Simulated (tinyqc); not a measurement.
Thermionic emission over a Gaussian spread of barriers: one step of the calculation.

Metal on an n-type semiconductor with one parabolic valley; V > 0 is forward bias (metal positive). Patches of barrier height b are spread as a Gaussian with mean phi - r2 V and variance sg^2 + r3 V; each carries A* T^2 exp(-b/Vt) [exp(V/Vt) - 1].

Task. The same mean by Simpson's rule. With mean mu and deviation s at this bias, take nb equally spaced b from mu - s^2/Vt - 3.5 s to mu + s, the Gaussian density g(b) and y = g exp(-(b - mu)/Vt); the integral I of y gives phi_ap = mu - Vt ln I.

Inputs (values chosen for the exercise); band and dielectric values close to those of cadmium telluride:
- T = 250 K (temperature)
- phi = 1.11 eV (barrier height seen from the metal)
- sg = 0.037 eV (standard deviation of the barrier heights)
- r2 = -0.031 (shift of the mean barrier per volt, with its sign reversed (rho2))
- r3 = -0.0021 V (change of sg^2 per volt (rho3))
- V = 0.19 V (bias)
- nb = 9 (barrier heights sampled)

Constants: q = 1.602176634e-19 C, kB = 1.380649e-23 J/K, Vt = kB T/q. Results are converted to the units shown.

Wanted: b; g; y; I; phi_ap.

Result.

```
point,b (eV),g (1/eV),y (1/eV)
0,0.962,6.254e-5,0.07967
1,0.985,0.001873,0.8148
2,1.008,0.03229,4.797
3,1.031,0.3204,16.25
4,1.054,1.830,31.70
5,1.078,6.014,35.58
6,1.101,11.38,22.99
7,1.124,12.39,8.550
8,1.147,7.769,1.830
```

I = 2.821
phi_ap = 1.094 eV

Program tinyqc, `OMP_NUM_THREADS=1 python tinyqc.py 2640167 2640168 out.jsonl`; Intel Xeon 2.30GHz, shared host, one thread, about 0.01 s.
